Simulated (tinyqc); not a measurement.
Abrupt p-n junction, non-linear Poisson equation by Newton steps: one step of the calculation.

One dimension, p side on the left, n side on the right; net doping C = -Na for x < 0 and +Nd for x > 0. The potential psi is counted from the intrinsic level, and the quasi-Fermi potentials are flat: 0 for holes and -V for electrons, so n = ni exp((psi + V)/Vt) and p = ni exp(-psi/Vt) (Boltzmann statistics, full ionisation, no current).

Task. Check against the exact first integral and the depletion approximation. ni = sqrt(Nc Nv) exp(-Eg/(2 Vt)), Eg in volts. Exact first integral for an abrupt junction with thick neutral sides: psi_p = -Vt ln(Na/ni), psi_n = Vt ln(Nd/ni) - V, psi_j = (Nd psi_n + Na psi_p - Vt (Nd - Na))/(Na + Nd) at the junction, n_j = ni exp((psi_j + V)/Vt), p_j = ni exp(-psi_j/Vt), and E_j^2 = (2 q/(eps0 eps_r)) [Nd (psi_n - psi_j - Vt) + Vt (n_j + p_j)] (minority densities of the neutral sides neglected). Depletion approximation: Vbi = Vt ln(Na Nd/ni^2), W = sqrt(2 eps0 eps_r (Vbi - V)(1/Na + 1/Nd)/q), xp = W Nd/(Na + Nd), xn = W Na/(Na + Nd), peak field 2 (Vbi - V)/W, capacitance eps0 eps_r/W.

Values chosen for this exercise; band and dielectric values close to those of silicon: temperature T = 300 K; band gap Eg = 1.12 eV; relative permittivity eps_r = 11.7; conduction-band density of states at T Nc = 2.76e19 cm^-3; valence-band density of states at T Nv = 2.63e19 cm^-3; acceptor density of the p side Na = 3.1e17 cm^-3; donor density of the n side Nd = 4.2e15 cm^-3; bias of the p side against the n side V = 0 V.

Constants: q = 1.602176634e-19 C, kB = 1.380649e-23 J/K, Vt = kB T/q, eps0 = 8.8541878128e-14 F/cm where lengths are in cm. Results are converted to the units shown.

Give: psi_j; exact field at the junction; Vbi; W; peak field in the depletion approximation.

Result.

psi_j = -0.40901 V
exact field at the junction = 39.463 kV/cm
Vbi = 0.77795 V
W = 492.72 nm
peak field in the depletion approximation = 31.578 kV/cm

Program tinyqc, `OMP_NUM_THREADS=1 python tinyqc.py 2000122 2000123 out.jsonl`; Intel Xeon 2.30GHz, shared host, one thread, about 0.03 s.
